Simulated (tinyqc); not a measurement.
# Changing the pulse time t

Model: atomic layer deposition: Langmuir saturation, growth per cycle and coating of deep features. Computed by tinyqc, a small Python program. Command: `OMP_NUM_THREADS=1 python tinyqc.py 3001409 3001410 out.jsonl ald sweep`. One thread of a shared host (Intel(R) Xeon(R) Processor @ 2.30GHz), about 0.04 s of CPU time with the checks.

Precursor A sticks only on free sites, so a long enough pulse saturates; co-reactant B then frees the sites again.

Inputs (values chosen for the exercise, modelled on aluminium oxide from trimethylaluminium and water):
```
quantity                                 value      unit
precursor mass M                            72         u
site density q                             4.7    1/nm^2
growth per cycle at saturation G           1.1  angstrom
sticking probability beta on free sites  0.063         -
precursor pressure p                      0.49        Pa
temperature T                              175         C
co-reactant completion per pulse c_B     0.999         -
desorption energy E_d                     1.56        eV
purge time t_p                             1.7         s
aspect ratio a                              29         -
```

Feature: long trench.

Constants: u = 1.6605390666e-27 kg; k_B = 1.380649e-23 J/K; k_B = 8.617333262e-05 eV/K.

Method:
- Wall flux F = p/sqrt(2 pi M k_B T); rate of filling k_a = beta F/q; desorption k_d = 1e13 exp(-E_d/(k_B T)) per second. 1/m^2 = 1e-18/nm^2.
- Temperatures in kelvin are T(C) + 273.15.
- One cycle from coverage th0: pulse A gives th1 = th_s + (th0 - th_s) exp(-(k_a + k_d) t), th_s = k_a/(k_a + k_d); the purge leaves th2 = th1 exp(-k_d t_p); pulse B converts c_B th2 into film and leaves th3 = (1 - c_B) th2. Growth = G c_B th2.
- The periodic state has th0 = th3: th0 = (1 - c_B) e_p th_s (1 - e_a)/(1 - (1 - c_B) e_p e_a), with e_a = exp(-(k_a + k_d) t), e_p = exp(-k_d t_p).
- Share of impinging molecules used = q (th1 - th0)/(F t).
- Diffusion-limited filling (Gordon) of a long trench of width w, hydraulic diameter 2w, so that a is replaced by a/2 in the hole formula: t = (q/F)(1 + 19a/8 + 3a^2/8). Reaction-limited filling needs ln(100)/k_a at any depth, k_a = beta F/q. Flow is molecular. The front picture holds when the modulus (a/2) sqrt(beta) is well above 1.
- Depth reached by the given pulse: solve the same formula for a. Exposure = p x diffusion-limited time; 1 langmuir = 1.33322e-4 Pa s.

One run for each value; columns: (1) pulse time t (s); (2) growth per cycle (angstrom); (3) share of impinging molecules used; (4) aspect ratio reached by the front in time t:
```
(1)         (2)      (3)        (4)
7.70e-04  0.079  0.06072  7.387e-02
1.90e-03  0.184  0.05756  7.204e-01
4.70e-03  0.400  0.05065  1.984e+00
1.20e-02  0.753  0.03732  4.336e+00
2.90e-02  1.032  0.02115  8.041e+00
7.20e-02  1.098  0.00906  1.418e+01
1.80e-01  1.099  0.00363  2.406e+01
4.50e-01  1.099  0.00145  3.976e+01
2.80e+00  1.099  0.00023  1.037e+02
```

Give the missing row, pulse time t (s) = 1.10e+00.

Computed row; columns: (1) pulse time t (s); (2) growth per cycle (angstrom); (3) share of impinging molecules used; (4) aspect ratio reached by the front in time t:
```
(1)         (2)      (3)        (4)
1.10e+00  1.099  0.00059  6.386e+01
```

Interpolating between the two neighbouring rows (the first column on a logarithmic scale, the others too where they are positive) misses most in aspect ratio reached by the front in time t, by 0.51 %. Over the rows, growth per cycle (angstrom) rises from 0.0786 to 1.10, flat over part of the range; share of impinging molecules used falls from 0.0607 to 2.33e-4 (exponent d ln y / d ln x -0.059 between the first rows and -1.0 between the last); aspect ratio reached by the front in time t rises from 0.0739 to 104 (exponent d ln y / d ln x 2.5 between the first rows and 0.52 between the last). At the high end the exponent of growth per cycle is 0.00, close to 0: self-limiting growth. At the low end the exponent of growth per cycle is 0.94, close to 1: far from saturation. At the high end the exponent of share of impinging molecules used is -1.00, close to -1: after saturation more gas is wasted. At the high end the exponent of aspect ratio reached by the front in time t is 0.52, close to 0.50: the front moves as sqrt(t). Growth saturates once k_a t passes a few units, since A sticks only on free sites; longer pulses then serve only depth.

Caution (rows 7.70e-4, 0.00190, 0.00470): common pulse valves need about 10 ms, so a pulse this short is formal. Caution (rows 7.70e-4, 0.00190, 0.00470, 0.0120, 0.0290): the pulse is shorter than ln(100)/k_a, so even the open surface is not saturated and the depth reached has no meaning. Caution (rows 7.70e-4, 0.00190, 0.00470, 0.0120, 0.0290, 0.0720): the depth reached is formal here: it is under 4/sqrt(beta), so no sharp front has formed.
